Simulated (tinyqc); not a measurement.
Worked calculation: deformation-potential model of the Delta valleys of a conduction band. Values are carried at full precision from step to step, so a last printed digit may differ when a step is redone from the rounded ones.

s11 = (C11 + C12)/((C11 - C12)(C11 + 2 C12)), s12 = -C12/((C11 - C12)(C11 + 2 C12)), s44 = 1/C44; exx = s11 sxx + s12 (syy + szz) and cyclic, exy = s44 sxy/2; tension is positive. A uniaxial stress X along the unit vector n is s_ij = X n_i n_j. Biaxial (001) means sxx = syy = X.

Constants: kB = 8.617333262e-05 eV/K; hbar^2/2m0 = 3.80998211 eV angstrom^2.

Inputs chosen for the exercise (near those of Si; not measured data): C11 = 167 GPa; C12 = 63.3 GPa; C44 = 79.7 GPa; load = biaxial (001) (kind of stress); X = 1.83 GPa (stress); Xd = 1.14 eV (dilation potential); Xu = 9.38 eV (uniaxial potential); T = 150 K (temperature); ml = 0.925 m0 (longitudinal mass); mt = 0.192 m0 (transverse mass).

## Strain from a biaxial (001) stress

Form the compliances and the strain.

s11, s12, s44 (1/TPa): 7.5641  -2.0791  12.5471

strain tensor:
```
          x         y          z
x  0.010038  0.000000   0.000000
y  0.000000  0.010038   0.000000
z  0.000000  0.000000  -0.007609
```

## Valley shifts

Valleys with axes along x, y and z, each a pair at +k and -k. Herring-Vogt shift of a valley with unit axis a: dE = Xd tr(e) + Xu a.e.a. Non-degenerate shares n_i = exp(-dE_i/kT)/sum_j exp(-dE_j/kT). Inverse mass tensor of a valley: (1 - a a)/mt + a a/ml; the masses are taken as independent of strain.

Apply the Herring-Vogt formula to each valley.

Xd tr(e) = 14.21 meV

a.e.a: x 0.010038, y 0.010038, z -0.007609

shifts dE (meV): x 108.36, y 108.36, z -57.16

The lowest valley is z, 165.5 meV below the highest; the mean shift over all valleys is (Xd + Xu/3) tr(e) = 53.19 meV.

## Shares of the electrons

Boltzmann factors of the shifts.

kT = 12.926 meV

shares: x 0.0000, y 0.0000, z 1.0000

effective number of valley axes, 1/(largest share) = 1.000

## Conductivity mass tensor

With one scattering time for all valleys the conductivity goes as M = sum_i n_i (inverse mass tensor of valley i); along the unit vector u, 1/m_c = u.M.u. Without stress 1/m_c = (1/ml + 2/mt)/3. Take u along [1-10].

M (1/m0):
```
       x      y      z
x  5.208  0.000  0.000
y  0.000  5.208  0.000
z  0.000  0.000  1.081
```

m_c along [1-10] = 0.1920 m0
m_c without stress = 0.2609 m0

The repopulation alone changes the mobility along [1-10] by +35.9 %; with all electrons in the valleys lightest or heaviest along this direction it would change by +36 or -18 %.

## Effective density of states

Each of the 6 whole valleys has m_d = (ml mt^2)^(1/3) and N = 2 (m_d kT/(4 pi c))^(3/2), c = hbar^2/2m0. Counted from the lowest edge, Nc = N x 2 x sum_i exp(-(dE_i - dE_min)/kT). 1 angstrom^-3 = 1e24 cm^-3.

m_d = 0.3243 m0
N of one valley = 1.638e+18 cm^-3
Nc under stress = 3.277e+18 cm^-3
Nc without stress = 9.830e+18 cm^-3

## Piezoresistance from repopulation

For small stress d(rho)/rho = pi X. For valleys on the cube axes pi11 = -(2/3) Xu (s11 - s12)/kT x (K - 1)/(2K + 1), pi12 = -pi11/2, pi44 = 0, K = ml/mt. For stress along [110]: pi_l = (pi11 + pi12 + pi44)/2 with the current along it and pi_t = (pi11 + pi12 - pi44)/2 with the current along [1-10]. 1/GPa = 100 x 1e-11/Pa.

K = 4.818

pi11, pi12, pi44 (1e-11/Pa): -167.5  83.7  0.0

pi_l, pi_t for [110] (1e-11/Pa): -41.9  -41.9

Only the transfer between valleys is counted; changes of mass and of intervalley scattering add to it in a real crystal.

## Checks

- Conductivity mass at zero stress against 3/(1/ml + 2/mt): both 0.2609207.
- Piezoresistance coefficients by finite differences against the closed form: largest difference 1.1e-07.

Computed by tinyqc, a small Python program: `OMP_NUM_THREADS=1 python tinyqc.py 1080210 1080211 out.jsonl` (the numbers bound the seed that draws the inputs); one thread of a shared host (Intel(R) Xeon(R) Processor @ 2.30GHz), about 0.04 s for the whole set of steps.
